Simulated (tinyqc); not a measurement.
Input admittance of a MOSFET at zero drain bias: distributed channel and distributed gate: one step of the calculation.

Source and drain grounded, strong inversion, w = 2 pi f, Cox = eps0 eox/tox. The channel is an RC line of resistance 1/(mu Cox Vo) per square fed from both ends, so one finger has the intrinsic admittance y = i w Cox L tanh(g)/g per width, g = (1/2) sqrt(i w tau), tau = L^2/(mu Vo). The vertical resistance rv/L is in series with y, the overlaps 2 i w Cov in parallel: y_t = 1/(1/y + rv/L) + 2 i w Cov. The gate strip is a line of Rsh/L per length loaded by y_t, so a finger has Y = y_t Wf tanh(k)/k, k = (Wf/sd) sqrt(y_t Rsh/L); the device has Nf Y.

Question. Admittance of the channel and stack per width. tau, g, c = Cox L, y and y_t as defined.

Parameters, values chosen for the exercise; values of the order met in silicon radio-frequency transistors: relative permittivity of the gate insulator (close to silicon dioxide) eox = 3.9; insulator thickness tox = 6.9 nm; channel length L = 0.46 um; channel mobility mu = 220 cm^2/(V s); gate overdrive Vo = 0.27 V; vertical resistivity of the gate stack rv = 2.3 ohm um^2; overlap and fringe capacitance on each side Cov = 0.2 fF/um; frequency f = 2.5 GHz.

Constants: eps0 = 8.8541878128e-14 F/cm where lengths are in cm. Results are converted to the units shown.

Find: tau; g; c; y; y_t.

Answer.

tau = 35.623 ps
g = 0.26447+0.26447i
c = 2.3021 fF/um
y = 1.681+36.067i uS/um
y_t = 1.687+42.350i uS/um

w tau = 0.560, and Im y is 0.997 of w c.

Computed by the program tinyqc: `OMP_NUM_THREADS=1 python tinyqc.py 2262111 2262112 out.jsonl`, one thread of a shared Intel Xeon 2.30GHz, about 0.01 s for the whole run.
